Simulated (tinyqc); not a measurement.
Valley-orbit splitting of a donor ground state, with strain: one step, computed by the program tinyqc. Command: `OMP_NUM_THREADS=1 python tinyqc.py 3022751 3022752 out.jsonl valleyorbit walk`. One thread of a shared host (Intel(R) Xeon(R) Processor @ 2.30GHz), about 0.01 s of CPU time with the checks.

The basis is the 1s envelope in each valley; energies are counted from the unstrained conduction-band edge. The strain is e_s (a a^T - 1/3) for the unit stress axis a, so valley j along n_j moves by Xi_u e_s w_j with w_j = (n_j.a)^2 - 1/3: +1/3 for [111] and [-1-11], -1/3 for the others.

Task: Populations and ionisation. H_jj = -(E_0 + Lambda) + Xi_u e_s w_j; H_jk = -Delta_1 between any two valleys. z = sum over levels of exp(-(E - E_ground)/k_B T), the ground-state share being 1/z; N_c = 2 (2 pi m_e k_B T/h^2)^(3/2) sum_j exp(-(shift_j - lowest shift)/k_B T); n1 = N_c/(2 z) exp(-binding/k_B T), binding = lowest shift - E_ground; without compensation n = 2 N_D/(1 + sqrt(1 + 4 N_D/n1)) (Boltzmann statistics; p and higher states left out).

Inputs (values chosen for the exercise, modelled on donors in germanium):
```
quantity,value,unit
single-valley binding energy E_0,9.99,meV
central-cell shift Lambda,0.45,meV
coupling Delta_1,0.089,meV
shear deformation potential Xi_u,16.6,eV
shear strain e_s,0.00024,-
temperature T,4.2,K
donor density N_D,2.5e+14,cm^-3
density-of-states mass of one valley m_e,0.225,m_0
```

Valleys: four along <111>. Stress axis: [110].

Constants: k_B = 8.617333262e-05 eV/K; m_0 = 9.1093837015e-31 kg; k_B = 1.380649e-23 J/K; h = 6.62607015e-34 J s.

Give: partition sum z; share of neutral donors in the ground state; N_c; n1; free electrons n.

Result:

partition sum z = 1.593

share of neutral donors in the ground state = 0.6278

N_c = 8.879e+15 cm^-3

n1 = 626.1 cm^-3

free electrons n = 3.956e+08 cm^-3
